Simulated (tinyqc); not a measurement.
Quasi-harmonic thermal expansion with mode Grueneisen parameters: one step, computed by the program tinyqc.

A crystal with two atoms a cell; per atom there are 1 transverse acoustic (TA), 1/2 longitudinal acoustic (LA) and 3/2 optical (O) modes. Every frequency of group i scales as nu_i (V/V0)^(-gamma_i). The acoustic groups have Debye spectra, density 3 nu^2/nu_i^3 up to nu_i (40 Gauss-Legendre points); the optical group has one frequency. Static energy: E = (9 V0 B0/16) [y^3 B' + y^2 (2 - 4 y)], y = (V0/V)^(2/3) - 1, with pressure P_s = (3 B0/2) (z^7 - z^5) [1 + (3/4)(B' - 4)(z^2 - 1)], z = (V0/V)^(1/3).

Question. Properties at the equilibrium volume. For a mode with x = h nu/(k_B T), n = 1/(exp(x) - 1): U = h nu (n + 1/2), C/k_B = x^2 n (n + 1); U_i and C_i sum these over group i with its weight per atom. Phonon pressure P_ph = sum_i gamma_i U_i/V. B_T = -V d(P_s + P_ph)/dV at fixed T (central difference, step 1e-4 V); alpha_V = sum gamma_i C_i k_B/(B_T V), all at V(T); the linear coefficient is alpha_L = alpha_V/3. C_P - C_V = alpha_V^2 B_T V T; the optical frequency is nu_O (V/V0)^(-gamma_O).

Inputs (values chosen for the exercise, modelled on zinc selenide):
```
quantity                       value             unit
static volume V0                22.8  angstrom^3/atom
static bulk modulus B0          64.1              GPa
static B'                       4.87                -
frequency nu_TA                 2.09              THz
frequency nu_LA                 5.23              THz
frequency nu_O                  7.06              THz
Grueneisen parameter gamma_TA   -1.2                -
Grueneisen parameter gamma_LA    1.1                -
Grueneisen parameter gamma_O     1.5                -
temperature T                    120                K
```

Acoustic groups: Debye.

volume V(T) = 22.87772 angstrom^3/atom

Constants: h x 1 THz = 4.135667696 meV; k_B = 8.617333262e-05 eV/K; 1 eV/angstrom^3 = 160.2176634 GPa.

Give: volume change from V0; isothermal bulk modulus B_T; linear expansion coefficient; C_V; C_P - C_V; optical frequency at V(T).

Answer.

volume change from V0 = 0.3409 %

isothermal bulk modulus B_T = 63.54 GPa

linear expansion coefficient = 1.582 ppm/K

C_V = 2.180 k_B/atom

C_P - C_V = 2.845e-04 k_B/atom

optical frequency at V(T) = 7.024 THz
